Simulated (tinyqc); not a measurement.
# Inputs raised by 10 %, one at a time

Model: time-dependent dielectric breakdown: cell percolation, Weibull statistics, area scaling and voltage extrapolation. Computed by tinyqc, a small Python program. Command: `OMP_NUM_THREADS=1 python tinyqc.py 3021669 3021670 out.jsonl tddb sens`. One thread of a shared host (Intel(R) Xeon(R) Processor @ 2.30GHz), about 0.01 s of CPU time with the checks.

The oxide is divided into columns of area a^2, each holding m = t_ox/a cells (m is taken as continuous). A share lambda(t) = (t/t_1)^alpha of the cells is defective, and a column whose cells are all defective breaks down.

Inputs (values chosen for the exercise, for a model gate oxide):

| quantity | value | unit |
|---|---|---|
| oxide thickness t_ox | 1.4 | nm |
| defect cell size a | 0.99 | nm |
| exponent alpha of defect growth | 0.67 | - |
| time t_1 at which the occupied share would reach 1 | 5.8e+11 | s |
| test area A | 6 | um^2 |
| product area A_u | 400000 | um^2 |
| stress voltage V | 2.28 | V |
| use voltage V_u | 1.4 | V |
| local exponent n = -d ln t/d ln V at the stress voltage | 41 | - |
| activation energy E_a | 0.48 | eV |
| stress temperature T | 140 | C |
| use temperature T_u | 55 | C |
| allowed failure fraction F | 0.01 | - |

Voltage law used: 1/E.

Constants: k_B = 8.617333262e-05 eV/K.

Method:
- Failure fraction F = 1 - (1 - lambda^m)^N with N = A/a^2 columns, which for small lambda^m is 1 - exp(-(t/t63)^beta) with beta = alpha m and t63 = t_1 N^(-1/beta); critical share lambda(t63) = N^(-1/m). 1 um^2 = 1e6 nm^2.
- All three voltage laws share the slope n at the stress voltage. Factor t(V_u)/t(V): E law exp(n (1 - V_u/V)); 1/E law exp(n (V/V_u - 1)); power law (V/V_u)^n.
- Temperatures in kelvin are T(C) + 273.15.
- Temperature factor exp[(E_a/k_B)(1/T_u - 1/T)]; area factor (A/A_u)^(1/beta); percentile factor (-ln(1 - F))^(1/beta); life = t63 x all four; 1 year = 3.15576e7 s.

Runs:

| input moved | from | to | characteristic life t63 (s) | Weibull slope beta | projected life (years) | critical share of defective cells |
|---|---|---|---|---|---|---|
| base run | - | - | 3.984e+04 | 0.947 | 4.077e+02 | 1.587e-05 |
| defect cell size a (nm) | 0.99 | 1.089 | 9.552e+03 | 0.861 | 1.863e+01 | 6.098e-06 |
| exponent alpha of defect growth | 0.67 | 0.737 | 1.784e+05 | 1.042 | 8.243e+03 | 1.587e-05 |
| time t_1 at which the occupied share would reach 1 (s) | 5.8e+11 | 6.38e+11 | 4.382e+04 | 0.947 | 4.485e+02 | 1.587e-05 |
| test area A (um^2) | 6 | 6.6 | 3.603e+04 | 0.947 | 4.077e+02 | 1.484e-05 |
| use voltage V_u (V) | 1.4 | 1.54 | 3.984e+04 | 0.947 | 9.422e-01 | 1.587e-05 |
| local exponent n = -d ln t/d ln V at the stress voltage | 41 | 45.1 | 3.984e+04 | 0.947 | 5.365e+03 | 1.587e-05 |
| allowed failure fraction F | 0.01 | 0.011 | 3.984e+04 | 0.947 | 4.511e+02 | 1.587e-05 |

Exponents ln(y'/y) / ln(x'/x):

| input | characteristic life t63 | Weibull slope beta | projected life | critical share of defective cells |
|---|---|---|---|---|
| defect cell size a | -14.983 | -1 | -32.377 | -10.039 |
| exponent alpha of defect growth | 15.732 | 1 | 31.545 | 0.000 |
| time t_1 at which the occupied share would reach 1 | 1.000 | 0 | 1.000 | 0.000 |
| test area A | -1.055 | 0 | 0.000 | -0.707 |
| use voltage V_u | 0.000 | 0 | -63.688 | 0.000 |
| local exponent n = -d ln t/d ln V at the stress voltage | 0.000 | 0 | 27.040 | 0.000 |
| allowed failure fraction F | 0.000 | 0 | 1.061 | 0.000 |

To which inputs is each result most sensitive?

Among the inputs moved here: characteristic life t63 answers most in size to exponent alpha of defect growth (exponent +15.732), next to defect cell size a (-14.983); its exponent is below 0.0005 for use voltage V_u, local exponent n = -d ln t/d ln V at the stress voltage, allowed failure fraction F. Weibull slope beta answers most in size to defect cell size a (exponent -1.000), and about equally to exponent alpha of defect growth (+1.000); its exponent is below 0.0005 for time t_1 at which the occupied share would reach 1, test area A, use voltage V_u, local exponent n = -d ln t/d ln V at the stress voltage, allowed failure fraction F. Its exponent -1.000 in defect cell size a: beta = alpha t_ox/a. Projected life answers most in size to use voltage V_u (exponent -63.688), next to defect cell size a (-32.377); its exponent is below 0.0005 for test area A. Its exponent +1.000 in time t_1 at which the occupied share would reach 1: t_1 sets the clock. Its exponent 0.000 in test area A: the test area cancels when the slope is known exactly. Critical share of defective cells answers most in size to defect cell size a (exponent -10.039), next to test area A (-0.707); its exponent is below 0.0005 for exponent alpha of defect growth, time t_1 at which the occupied share would reach 1, use voltage V_u, local exponent n = -d ln t/d ln V at the stress voltage, allowed failure fraction F.

Caution (all rows): t_1 is an input here; in a real oxide it changes with thickness at fixed voltage. Caution (rows base run, defect cell size a, exponent alpha of defect growth, time t_1 at which the occupied share would reach 1, test area A, local exponent n = -d ln t/d ln V at the stress voltage, allowed failure fraction F): a voltage factor of more than nine decades rests wholly on the chosen law and cannot be tested.
